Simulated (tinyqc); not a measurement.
# Octagonal on-chip spiral inductor, lumped pi model: what changes with what

Outer diameter do = di + 2 n wd + 2 (n - 1) sp, mean da = (do + di)/2, fill p = (do - di)/(do + di), length l = 3.314 n da. L = 2.25 mu0 n^2 da/(1 + 3.55 p), mu0 = 4 pi 1e-7 H/m. Rs = rho l/(wd delta (1 - exp(-th/delta))), delta = sqrt(rho/(pi f mu0)). Cs = n wd^2 eps0 eo/hu across the coil. At each end Cox = l wd eps0 eo/(2 ho) leads to the substrate branch Rsi = 2 rs he/(l wd) in parallel with Csi = l wd eps0 11.7/(2 he). With one end grounded Y = 1/(Rs + i w L) + i w Cs + 1/[1/(i w Cox) + 1/(1/Rsi + i w Csi)], w = 2 pi f; Q = -Im Y/Re Y. Eddy currents in neighbouring turns and in the substrate are left out.

Values chosen for this exercise; values of the order met in silicon radio-frequency processes:
```
symbol,value,unit,meaning
n,4.5,,number of turns
wd,15,um,line width
sp,2,um,space between turns
di,60,um,inner diameter
th,4,um,metal thickness
rho,3,uohm cm,metal resistivity
ho,8.6,um,oxide below the coil
hu,1.1,um,oxide between coil and underpass
eo,3.9,,relative permittivity of the oxide
rs,1000,ohm cm,substrate resistivity
he,30,um,effective spreading depth in the substrate
f,1.8,GHz,frequency
```

Constants: eps0 = 8.8541878128e-12 F/m. Results are converted to the units shown.

Each table varies one quantity; the others keep the values above.

## Quality factor against frequency

Apparent inductance Im(1/Y)/w; share of the loss Re(substrate branch)/Re Y.

Result of one run:
```
f (GHz)  Rs (ohm)  w L/Rs       Q  apparent inductance (nH)  loss in the substrate (%)
6.6        3.8307  28.104  19.735                    3.5368                     4.2057
```

What becomes of these results when the frequency f is changed from 6.6 to 4.1 GHz, all else the same?

Result of the changed run:
```
f (GHz)  Rs (ohm)  w L/Rs       Q  apparent inductance (nH)  loss in the substrate (%)
4.1        3.1114  21.494  18.883                    2.8927                     2.0447
```

The whole series:
```
f (GHz)  Rs (ohm)  w L/Rs       Q  apparent inductance (nH)  loss in the substrate (%)
0.21       1.3730  2.4948  2.4937                    2.5966                   0.012899
0.35       1.4942  3.8208  3.8164                    2.5978                   0.032436
0.57       1.6506  5.6329  5.6169                    2.6010                   0.077046
0.93       1.8631  8.1420  8.0836                    2.6096                    0.18035
1.5        2.1451  11.406  11.202                    2.6319                    0.40506
2.5        2.5590  15.936  15.180                    2.6987                    0.93601
4.1        3.1114  21.494  18.883                    2.8927                     2.0447
6.6        3.8307  28.104  19.735                    3.5368                     4.2057
11         4.8661  36.873  8.7116                    9.9031                     8.7560
```

Q goes from 2.49 through a maximum of 19.7 (at f = 6.6 GHz among the rows listed) to 8.71; the exact peak is 20.1 at 5.73 GHz and Q reaches zero at the self-resonance, 12.8 GHz. The share of the substrate rises from 0.0129 to 8.76 %, and the apparent inductance ends at 3.81 times L. At the peak the substrate takes 3.40 % of the loss.

## Effect of the substrate resistivity

Same model as above.

Peak Q and its frequency from a search over f; self-resonance where Im Y = 0; Q at the given f (negative beyond resonance).

The same in every row: L (nH) = 2.596; do (um) = 209.0.

Effect of the substrate resistivity:
```
rs (ohm cm)  peak Q  f of the peak (GHz)  self-resonance (GHz)  Q at f
0.1           18.19                4.708                 10.28   12.49
1             16.91                4.037                 10.32   12.45
3             15.53                3.441                 10.60   12.36
10            13.79                2.850                 11.96   12.10
30            13.21                2.977                 12.66   11.75
100           16.05                4.422                 12.77   12.04
1000          20.06                5.727                 12.78   12.57
10000         20.71                5.924                 12.78   12.63
```

Read the table: what changes, and by how much?

As rs goes from 0.1 to 10000, L stays at 2.60 nH, the peak Q goes from 18.2 through a minimum of 13.2 (at rs = 30 among the rows listed) to 20.7, its frequency goes from 4.71 through a minimum of 2.85 (at rs = 10 among the rows listed) to 5.92 GHz and the self-resonance rises from 10.3 to 12.8 GHz. In this model both a very low and a very high resistivity dissipate little: the first shorts the branch to a pure Cox, the second blocks the current. For rs = 0.1, 1 eddy currents in the substrate, left out, would lower Q markedly.

Numbers from tinyqc (`OMP_NUM_THREADS=1 python tinyqc.py 2302005 2302006 out.jsonl`; about 0.01 s on one thread of a shared Intel Xeon 2.30GHz).
